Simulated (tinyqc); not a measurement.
# AlGaN/GaN HEMT with access regions, lumped model, step by step

tinyqc, about 0.02 s, one thread, Intel Xeon 2.30GHz (shared host): `OMP_NUM_THREADS=1 python tinyqc.py 2570103 2570104 out.jsonl` Printed values are rounded.

A polarisation-induced electron sheet under a Schottky gate, in series with two ungated access regions and contacts. Drift law v = mu E/(1 + mu E/vs) under the gate. Currents in mA/mm, resistances in ohm mm. No self-heating, no channel-length modulation; fits for polarisation, barrier and offset are chosen for the exercise.

Parameters, values chosen for the exercise; values close to those of AlGaN/GaN structures:
- x = 0.24 (aluminium share of the barrier)
- d = 30 nm (barrier thickness)
- eps_r = 9 (relative permittivity of barrier and channel)
- mu = 1800 cm^2/(V s) (channel mobility)
- vs = 1e7 cm/s (saturation velocity)
- Lg = 0.25 um (gate length)
- Ls = 1 um (source access length)
- Ld = 1.5 um (drain access length)
- Rc = 0.24 ohm mm (resistance of each contact)
- ft = 0.13 (share of the drain-access electrons removed by traps)
- Vg = -0.5 V (gate voltage)
- Vd = 4 V (drain voltage)
- Ec = 3.4 MV/cm (critical field)
- te = 0.48 um (depth over which the depleted charge spreads)
- tf = 200 nm (insulator under the field plate)
- ei = 7.5 (relative permittivity of that insulator)

Constants: q = 1.602176634e-19 C, eps0 = 8.8541878128e-14 F/cm where lengths are in cm. Results are converted to the units shown.

## Polarisation charge, threshold and sheet resistance

sigma = (5e13 x + 1.6e13 x^2) cm^-2, phiB = 0.84 + 1.3 x, dEc = 0.7 (1.71 x + x^2) in volts, Cb = eps0 eps_r/d, VT = phiB - dEc - q sigma/Cb, access density n0 = -Cb VT/q. Rsh = 1/(q mu n0); largest access current q n0 vs.

sigma = 1.29216e13 cm^-2
Cb = 0.265626 uF/cm^2
VT = -6.96953 V
n0 = 1.15548e13 cm^-2
Rsh = 300.092 ohm
q n0 vs = 1851.29 mA/mm

## Iteration 1: drain current

I at the start = 970 mA/mm

Access resistance R(L, n) = L/(q mu n sqrt(1 - (I/(q n vs))^2)); Rs = Rc + R(Ls, n0), Rd = Rc + R(Ld, (1 - ft) n0). Vg' = Vg - I Rs, Vd' = Vd - I (Rs + Rd); with u = Vg' - VT, Vc = vs Lg/mu and w the smaller of Vd' and Vc [sqrt(1 + 2 u/Vc) - 1] (0 if negative), the channel gives (mu Cb/Lg)(u w - w^2/2)/(1 + w/Vc). I(new) is that channel current.

Rs = 0.592326 ohm mm
Rd = 0.888122 ohm mm
Vg' = -1.07456 V
Vd' = 2.56397 V
channel current = 1260.85 mA/mm
I after iteration 1 = 1260.85 mA/mm

## Iteration 2: drain current

As before.

Rs = 0.649836 ohm mm
Rd = 1.07152 ohm mm
Vg' = -1.31934 V
Vd' = 1.82963 V
channel current = 1202.91 mA/mm
I after iteration 2 = 1202.91 mA/mm

## Course of the iteration: drain current

Stop when I changes by less than 1e-6 mA/mm, or after 60 iterations. I must stay below q (1 - ft) n0 vs.

Course of the iteration:
```
iteration  I (mA/mm)  |change| (mA/mm)
1            1260.85               291
2            1202.91              57.9
3            1216.09              13.2
4            1213.19              2.90
5            1213.83             0.644
6            1213.69             0.143
7            1213.72            0.0316
8            1213.72           7.01e-3
9            1213.72           1.55e-3
10           1213.72           3.44e-4
11           1213.72           7.62e-5
12           1213.72           1.69e-5
13           1213.72           3.74e-6
14           1213.72           8.29e-7
```

Converged in 14 iterations. At the end each change is about 0.22 times the one before, with alternating sign: linear convergence. Of Vd, 49.5 % reaches the channel; the access current is 75 % of its limit.

## On-resistance and breakdown

sigma = (5e13 x + 1.6e13 x^2) cm^-2, phiB = 0.84 + 1.3 x, dEc = 0.7 (1.71 x + x^2) in volts, Cb = eps0 eps_r/d, VT = phiB - dEc - q sigma/Cb, access density n0 = -Cb VT/q. Ron = 2 Rc + Ls/(q mu n0) + Ld/(q mu (1 - ft) n0) + Lg/(mu Cb (Vg - VT)). Off state: a depleted stretch that holds the voltage V has the peak field sqrt(k V), k = 2 q n0/(eps0 eps_r te), so one edge holds V1 = Ec^2/k. The sheet under the plate pinches off at Vf = q n0 (1/Cb + tf/(eps0 ei)); beyond it the gate edge is screened. BV = V1 if Vf >= V1, else Vf + V1, and at most Ec Ld. Specific resistance Ron (Ls + Lg + Ld); figure of merit BV^2 over it.

Ron = 1.37831 ohm mm
Vf = 62.7258 V
V1 = 119.423 V
BV = 182.148 V
specific resistance = 0.0379036 mohm cm^2
figure of merit = 875.328 MW/cm^2

The plate raises BV by a factor of 1.53.
